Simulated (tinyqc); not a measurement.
Bulk resistivity and mean free path from two films.

Problem. In the thick-film limit single-crystal films obey rho = rho0 (1 + 3 (1 - ps) lam/(8 d)). Find rho0, lam and the product rho0 lam.

Values chosen for this exercise:
- ps = 0 (specular share of surface scattering)

rho at d = 94 and 330 nm (uohm cm): 1.9896649  1.7968136

Answer. rho is a straight line in 1/d: the intercept is rho0 and the slope (3/8)(1 - ps) rho0 lam. Without ps only the product (1 - ps) lam could be found.

rho0 = 1.720 uohm cm
lam = 39.30 nm
rho0 lam = 67.60 uohm cm nm

Program tinyqc, `OMP_NUM_THREADS=1 python tinyqc.py 2100098 2100099 out.jsonl`; Intel Xeon 2.30GHz, shared host, one thread, about 0.01 s.
